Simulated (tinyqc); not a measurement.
The basis set: RHF and MP2 along a ladder of basis sets, for H2, spin multiplicity 1. Computed by the program tinyqc with PySCF. 

Geometry (angstrom):
```
atom,x,y,z
H,0.0000,0.0000,0.0000
H,0.0000,0.0000,0.6910
```

Same geometry throughout; the dipole is taken about the origin.

RHF and frozen-core MP2 in a ladder of bases:
```
basis,functions,E(RHF) (hartree),E(MP2 corr) (hartree),HOMO (eV),LUMO (eV),dipole (debye)
sto-3g,2,-1.11702,-0.01204,-16.310,19.710,0.000
3-21g,4,-1.12140,-0.01686,-16.550,7.576,0.000
6-31g,4,-1.12561,-0.01685,-16.630,6.842,0.000
6-31g**,10,-1.12995,-0.02625,-16.612,6.858,0.000
cc-pvdz,10,-1.12613,-0.02592,-16.536,5.623,0.000
aug-cc-pvdz,18,-1.12622,-0.02682,-16.548,1.689,0.000
cc-pvtz,28,-1.13151,-0.03151,-16.606,4.730,0.000
```

From cc-pVDZ to cc-pVTZ the RHF energy falls by 5.4 mhartree and the correlation energy by 5.6. If valence correlation converges as X^-3, (27 E(T) - 8 E(D))/19 gives -0.0339 hartree, a rough estimate from such small X that usually falls short; STO-3G holds about 36 % of it. Beyond STO-3G the LUMO moves by 5.9 eV and the HOMO by 0.1 eV; diffuse functions lower the positive LUMO sharply, since an unbound virtual level tracks the most diffuse function.
